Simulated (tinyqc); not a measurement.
What moves the results: six-band hole subbands of a thin body in a field. A value that a table varies takes the place of the one given here.

Basis X, Y, Z times spin, hole energies counted downwards from the unstrained edge (the hydrostatic shift is left out), c = hbar^2/2m0. For a symmetric tensor T let C(T) have C_XX = L Txx + M (Tyy + Tzz), C_XY = N Txy (cyclic), L = c (g1 + 4 g2), M = c (g1 - 2 g2), N = 6 c g3. k = q + kz n, n the unit normal, q = k1 u + k2 v with u along the channel [1-10] and v = n x u. H = C(k k^T) + (Dso/3)(1 - L.sigma) - B + e F z with (L_k)_ij = -i epsilon_kij; B is the block C built from the traceless strain with 2b, -b and sqrt(3) d in place of L, M, N. Strain: exx = eyy = (s11 + s12) sx/2, ezz = s12 sx, exy = -s44 sx/4. Hard walls at z = 0 and t; basis sin(j pi z/t), j = 1 to Nz: kz^2 = (j pi/t)^2, kz = -i D with D_jl = 4 j l/(t (j^2 - l^2)), z_jj = t/2 and z_jl = -8 t j l/(pi (j^2 - l^2))^2 for j + l odd; 1 MV/cm = 0.01 eV/angstrom.

Nz = 14. E1 is the top subband at q = 0, gap the distance to the next pair, and the masses are c q^2/(E(q) - E1) at |q| = 0.02 1/angstrom (mean of the spin pair) along the channel [1-10] and across it in the plane; a dash marks a band that does not rise.

Constants: hbar^2/2m0 = 3.80998211 eV angstrom^2.

Parameters, chosen for this exercise (near those of a p-type Si channel; the results hold for these values, not for the real material):
- g1 = 4.3 (Luttinger gamma1)
- g2 = 0.34 (gamma2)
- g3 = 1.44 (gamma3)
- Dso = 0.044 eV (spin-orbit splitting)
- b = -2.09 eV (tetragonal potential)
- d = -4.88 eV (trigonal potential)
- S = (7.67, -2.1, 12.6) 1/TPa (compliances s11, s12, s44)
- face = 110 (surface)
- t = 80 angstrom (body thickness)
- F = 0.5 MV/cm (field across the body)
- sx = 0 GPa (stress along the channel [1-10], negative in compression)

## Stress along the channel

Each row has its own sx.

Results:
```
sx (GPa)  E1 (meV)  gap (meV)  m channel  m across
-3.0         -23.8       54.7      0.114     0.276
-2.0          12.9       54.7      0.114     0.276
-1.0          49.5       54.6      0.115     0.277
-0.5          67.7       54.4      0.115     0.277
0.0           85.8       54.0      0.116     0.277
0.5          103.7       51.4      0.117     0.278
1.0          120.9       34.0      0.122     0.280
```

What does this show, and why?

Under 2 GPa of compression the channel mass goes from 0.116 to 0.114 m0, the mass across from 0.277 to 0.276; the gap to the next subband is 55, 54 and 34 meV at -2, 0 and +1 GPa. The lightest channel mass of the table, 0.114 m0, is at -3.0 and -2.0 GPa. Compression changes the channel mass little here, since confinement on this face has already singled out the orbital that the stress favours.

## Surface orientation and number of bands

Three faces, six bands; and four bands, with Dso set to 1000 eV.

Results:
```
case           E1 (meV)  gap (meV)  m channel  m across
(001) 6 bands     164.0       13.9      0.423     0.423
(001) 4 bands     164.0       18.4      0.353     0.353
(110) 6 bands      85.8       54.0      0.116     0.277
(110) 4 bands     129.5       73.3      0.150     0.315
(111) 6 bands     120.0       26.2      0.277     0.280
(111) 4 bands     120.0       86.3      0.192     0.192
```

How do the results move?

With six bands the top subband is shallowest on (110) (85.8 meV) and deepest on (001). The lightest channel mass is on (110) (0.116 m0). Dropping the split-off band moves E1 by 0.0, 43.7 and 0.0 meV and the gap by 4.6, 19.3 and 60.1 meV on the three faces, with Dso = 44 meV.

## What each parameter does

Six bands. Each row changes one parameter from the base and keeps the others.

Results:
```
case             E1 (meV)  gap (meV)  m channel (m0)  m across (m0)
base                 85.8       54.0           0.116          0.277
t = 70 angstrom      85.8       54.0           0.116          0.277
F = 0.8 MV/cm       113.2       74.2           0.115          0.277
sx = -0.5 GPa        67.7       54.4           0.115          0.277
g3 = 1.34           102.9       65.1           0.121          0.277
g2 = 0.39            89.2       56.5           0.116          0.285
Dso = 0.066 eV       90.9       53.7           0.117          0.278
d = -3.9 eV          85.8       54.0           0.116          0.277
```

What can be read from the table?

The largest shifts from the base row, up to three for each result and ties (the steps differ in size, so this ranks the rows, not the parameters). E1 (meV): F +27.4, sx -18.1, g3 +17.1; unchanged at the printed digits by t and d. gap (meV): F +20.2, g3 +11.1, g2 +2.5; unchanged at the printed digits by t and d. m channel (m0): g3 +0.005, Dso +0.001, sx -0.001, F -0.001; unchanged at the printed digits by t, g2 and d. m across (m0): g2 +0.008, Dso +0.001; unchanged at the printed digits by t, F, sx, g3 and d.

Program tinyqc; command `OMP_NUM_THREADS=1 python tinyqc.py 1252540 1252541 out.jsonl`; about 0.3 s on one thread of a shared Intel(R) Xeon(R) Processor @ 2.30GHz.
